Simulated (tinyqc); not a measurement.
From results back to parameters: Bethe-Salpeter matrix of a two-band chain (Tamm-Dancoff form). Two cases, with inputs chosen for the exercise.

Problem. Free pairs form the band Eg + 2t (1 - cos k). An infinite chain with attraction U in the same cell only has a bound pair with binding Eb = S - 2t and weight f = U/S at R = 0, where S = sqrt(4 t^2 + U^2). Both were computed from hidden U and t.

Find: S; U; t.

Method. 2t = S sqrt(1 - f^2), so S = Eb/(1 - sqrt(1 - f^2)) and U = f S.

Case 1.

Eb = 0.342121 eV
f = 0.516347

Solution.

S = 2.382 eV
U = 1.23 eV
t = 1.02 eV

Case 2.

Eb = 0.085773 eV
f = 0.259401

Solution.

S = 2.506 eV
U = 0.65 eV
t = 1.21 eV

Computed by tinyqc, one run a case: `OMP_NUM_THREADS=1 python tinyqc.py N N+1 out.jsonl` with N = 1281194, 1281198; one thread of a shared Intel(R) Xeon(R) Processor @ 2.30GHz, about 0.09 s a run at most.
